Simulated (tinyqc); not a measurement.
Inside a calculation. Method: Ewald sum of point charges, fluorite, strained along z by a factor 0.87, lattice. Computed by tinyqc, a small Python program that keeps every step. Command: `OMP_NUM_THREADS=1 python tinyqc.py 26920 26921 out.jsonl` (the two numbers bound the seeds that draw the settings). One thread of a shared host (Intel(R) Xeon(R) Processor @ 2.60GHz), about 0.08 s of CPU time with the checks.

## Ewald sum with eta = 0.25 1/bohr

cell vectors (rows) (bohr):
```
          1         2         3
1  0.000000  6.215000  5.407000
2  6.215000  0.000000  5.407000
3  6.215000  6.215000  0.000000
```

Charges:

| q | f1 | f2 | f3 |
|---|---|---|---|
| 2.000000 | 0.000000 | 0.000000 | 0.000000 |
| -1.000000 | 0.250000 | 0.250000 | 0.250000 |
| -1.000000 | 0.750000 | 0.750000 | 0.750000 |

Real space: 1/2 sum q_i q_j erfc(eta r)/r over all images with r > 0; reciprocal space: (2 pi/V) sum_(G != 0) exp(-G^2/4 eta^2)/G^2 |S(G)|^2 with S(G) = sum q exp(i G.r); self term -eta/sqrt(pi) sum q^2; background -pi Q^2/(2 V eta^2), Q the total charge.

Real-space shells (first ones):

| r (bohr) | pairs | sum (hartree) |
|---|---|---|
| 5.159654 | 16 | -0.211239 |
| 5.407000 | 4 | 0.020684 |
| 6.215000 | 8 | 0.018019 |
| 8.237832 | 24 | 0.010445 |
| 8.789337 | 12 | 0.002576 |
| 9.224604 | 16 | -0.001923 |
| 10.191883 | 32 | -0.000986 |
| 10.319307 | 16 | 0.000205 |
| 10.814000 | 6 | 0.000073 |
| 12.430000 | 12 | 0.000011 |
| 12.472723 | 16 | 0.000007 |
| 12.741498 | 32 | -0.000017 |

Reciprocal shells (first ones that count):

| G^2 (1/bohr^2) | vectors | sum (hartree) |
|---|---|---|
| 0.848619 | 8 | 0.019035 |
| 1.022063 | 4 | 0.015795 |
| 1.350352 | 2 | 0.001608 |
| 2.892744 | 16 | 3.14e-06 |
| 3.394477 | 8 | 7.19e-07 |
| 3.549323 | 8 | 9.26e-08 |
| 4.936869 | 8 | 2.59e-10 |
| 5.110313 | 8 | 5.00e-10 |
| 5.438602 | 8 | 1.26e-10 |

## The total does not depend on eta

The same sums for other eta.

Totals (hartree per cell):

| eta | real | reciprocal | self | background | total |
|---|---|---|---|---|---|
| 0.250000 | -0.162145 | 0.036441 | -0.846284 | 0.000000 | -0.97198831 |
| 0.413000 | -0.007231 | 0.433305 | -1.398062 | 0.000000 | -0.97198831 |
| 0.492000 | -0.000953 | 0.694452 | -1.665488 | 0.000000 | -0.97198831 |

shortest distance = 5.159654 bohr

Madelung constant -E d / (formula units |q+ q-|) = 2.507561
